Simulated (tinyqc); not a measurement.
Worked calculation: lattice vibrations of a chain. One step of it, computed by the program tinyqc.

Problem. Frequencies. omega^2 are the eigenvalues; wavenumber = 521.4708 sqrt(eigenvalue) 1/cm.

D(q) (eV/(angstrom^2 u)):
```
                    1          2          3                   4
1            0.175676  -0.160651   0.000000  0.034190+0.105225i
2           -0.160651   1.865546  -0.542088            0.000000
3            0.000000  -0.542088   0.362884           -0.157539
4  0.034190-0.105225i   0.000000  -0.157539            0.262673
```

Give: eigenvalues; wavenumbers; weights |e|^2 of the mass-weighted modes.

Solution.

eigenvalues: 0.0282  0.1627  0.4215  2.0543

wavenumbers (1/cm): 87.6  210.3  338.6  747.4

weights |e|^2 of the mass-weighted modes:
```
        mode 1  mode 2  mode 3  mode 4
atom 1  0.2769  0.5704  0.1461  0.0065
atom 2  0.0356  0.0382  0.0273  0.8990
atom 3  0.3264  0.3222  0.2576  0.0938
atom 4  0.3611  0.0692  0.5690  0.0007
```
